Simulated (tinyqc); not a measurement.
# Contact resistivity and sheet resistance from two contact lengths

Question. Rc = [sqrt(rc Rsh)/Wc] coth(Lc/(2 LT)), LT = sqrt(rc/Rsh), Wc = 60 nm; the second contact is twice as long as the first. Find LT, rc and Rsh.

Rc for Lc = 11 and 22 nm (ohm): 170.620083  91.1303149

Answer. With t = tanh(Lc/(2 LT)) for the shorter contact, the resistance of the longer over that of the shorter is (1 + t^2)/2. Then sqrt(rc Rsh) = Rc t Wc, and rc and Rsh follow by multiplying and dividing by LT.

LT = 20.57 nm
rc = 5.500e-10 ohm cm^2
Rsh = 130.0 ohm

Program tinyqc, `OMP_NUM_THREADS=1 python tinyqc.py 2170011 2170012 out.jsonl`; Intel Xeon 2.30GHz, shared host, one thread, about 0.02 s.
